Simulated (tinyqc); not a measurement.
From results back to parameters: coherent potential approximation for a binary alloy with a semi-elliptic band. Three cases, with inputs chosen for the exercise.

Problem. With levels eA = -x d and eB = (1 - x) d on a semi-elliptic band of half width W, the alloy density has second moment W^2/4 + x (1 - x) d^2 and third moment x (1 - x)(1 - 2x) d^3 about its centre (exact, and kept by the CPA). The moments below come from hidden x and d > 0.

Case 1.

Values chosen: W = 4.4 eV (half width of the pure band).
second moment = 14.131389 eV^2
third moment = 44.760339 eV^3

Case 2.

Values chosen: W = 4.8 eV (half width of the pure band).
second moment = 9.093553 eV^2
third moment = 1.223414 eV^3

Case 3.

Values chosen: W = 4.2 eV (half width of the pure band).
second moment = 4.715001 eV^2
third moment = 0.165066 eV^3

Find: d; x.

Solution. v = m2 - W^2/4 = x (1 - x) d^2 and u = m3/v = (1 - 2x) d; then d^2 = u^2 + 4v and x = (1 - u/d)/2.

Case 1.

d = 7.77 eV
x = 0.19

Case 2.

d = 3.67 eV
x = 0.45

Case 3.

d = 1.23 eV
x = 0.28

Computed by tinyqc, one run a case: `OMP_NUM_THREADS=1 python tinyqc.py N N+1 out.jsonl` with N = 1482811, 1482823, 1482863; one thread of a shared Intel(R) Xeon(R) Processor @ 2.30GHz, about 0.01 s a run at most.
